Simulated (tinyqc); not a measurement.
Deep-level transient spectroscopy: one step of the calculation.

Schottky contact on an n-type layer with shallow donors Nd (all ionised) and a donor-like deep trap, neutral when filled and positive when empty; depletion approximation. Traps within lam of the depletion edge stay filled. A long pulse to Vp fills the traps beyond x1 = Wp - lam; back at Vr those between x1 and x2 = Wr - lam emit. A rate window reads S = C(t2) - C(t1).

Question. Emission rate and rate window. Emission rate en = sn vth(T) Nc(T) exp(-Et/kB T) = sn g T^2 exp(-Et/kB T), g = vth Nc/(300 K)^2, as vth goes as T^0.5 and Nc as T^1.5 (degeneracy factor 1). For an exponential transient S peaks where en = ew = ln(t2/t1)/(t2 - t1).

Values chosen for this exercise; material values close to those of 4H silicon carbide: conduction-band density of states at 300 K Nc = 1.73e19 cm^-3; thermal velocity at 300 K vth = 1.9e7 cm/s; depth of the trap below the conduction edge Et = 0.46 eV; capture cross-section sn = 2.9e-17 cm^2; first sampling time t1 = 0.1 ms; second sampling time t2 = 0.4 ms; temperature of the transient T = 382 K.

Constants: q = 1.602176634e-19 C, kB = 1.380649e-23 J/K. Results are converted to the units shown.

Find: g; en; 1/en; ew.

Answer.

g = 3.6522e21 cm^-2 s^-1 K^-2
en = 13190 1/s
1/en = 0.075816 ms
ew = 4621.0 1/s

tinyqc, about 0.01 s, one thread, Intel Xeon 2.30GHz (shared host): `OMP_NUM_THREADS=1 python tinyqc.py 2050093 2050094 out.jsonl`
